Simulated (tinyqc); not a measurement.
# Off-state leakage of single and stacked transistors: leakage components against the threshold

n-channel devices of unit width. Subthreshold current I(Vg, Vs, Vd) = I0 (T/300 K)^0.5 exp[(Vg - Vs - VT(T) - gb (Vs - Vb) + dd (Vd - Vs))/(nf Vt)] (1 - exp(-(Vd - Vs)/Vt)), VT(T) = VT - cT (T - 300 K). Gate-edge tunnelling Ig (Vd/1 V) exp(ag (Vd - 1 V)), for a gate at 0 V, and band-to-band leakage Ab u exp(-Bb/u), u = Vd - Vb + 1 V, flow at a drain held at V; both are taken as independent of T. In a stack of off transistors (all gates at 0 V) the same subthreshold current passes through each.

One transistor with Vg = Vs = 0, Vd = V; stack factor I(one)/I(two in series).

Inputs (values chosen for the exercise); values of the order met in bulk silicon logic transistors: temperature T = 330 K; supply voltage V = 0.9 V; fall of the threshold with temperature cT = 0.9 mV/K; current at threshold at 300 K I0 = 0.13 uA/um; slope factor nf = 1.32; drain-induced lowering per volt dd = 0.09; rise of the threshold per volt of source-body bias gb = 0.22; gate-edge tunnelling current at 1 V Ig = 2e-5 uA/um; exponential slope of the gate current ag = 5.9 1/V; prefactor of band-to-band leakage at the drain Ab = 5 uA/(um V); its exponential voltage Bb = 28 V; body voltage Vb = 0 V.

Constants: q = 1.602176634e-19 C, kB = 1.380649e-23 J/K, Vt = kB T/q. Results are converted to the units shown.

The same in every row: gate edge (nA/um) = 0.009978; band-to-band (nA/um) = 0.003781; stack factor = 8.456.

Result of one run:

| VT (V) | subthreshold (nA/um) | total (nA/um) | largest part |
|---|---|---|---|
| 0.4 | 0.05705 | 0.07081 | subthreshold |

What becomes of these results when the threshold at 300 K, zero drain and body bias VT is changed from 0.4 to 0.3 V, all else the same?

Result of the changed run:

| VT (V) | subthreshold (nA/um) | total (nA/um) | largest part |
|---|---|---|---|
| 0.3 | 0.8189 | 0.8327 | subthreshold |

The whole series:

| VT (V) | subthreshold (nA/um) | total (nA/um) | largest part |
|---|---|---|---|
| 0.15 | 44.54 | 44.55 | subthreshold |
| 0.2 | 11.76 | 11.77 | subthreshold |
| 0.25 | 3.103 | 3.116 | subthreshold |
| 0.3 | 0.8189 | 0.8327 | subthreshold |
| 0.35 | 0.2162 | 0.2299 | subthreshold |
| 0.4 | 0.05705 | 0.07081 | subthreshold |
| 0.45 | 0.01506 | 0.02882 | subthreshold |
| 0.5 | 0.003975 | 0.01773 | gate edge |
| 0.55 | 0.001049 | 0.01481 | gate edge |
| 0.6 | 2.769e-4 | 0.01404 | gate edge |

As VT goes from 0.15 to 0.6, the total leakage falls from 44.5 to 0.0140 nA/um. The subthreshold part leads at VT = 0.15, the gate edge part from 0.5 on. The reduction by a stack of two stays at 8.46, for the subthreshold part alone. For VT = 0.15, 0.2 the gate is within about 3 nf Vt of threshold, where the exponential law overstates the current.

tinyqc, about 0.04 s, one thread, Intel Xeon 2.30GHz (shared host): `OMP_NUM_THREADS=1 python tinyqc.py 2242201 2242202 out.jsonl`
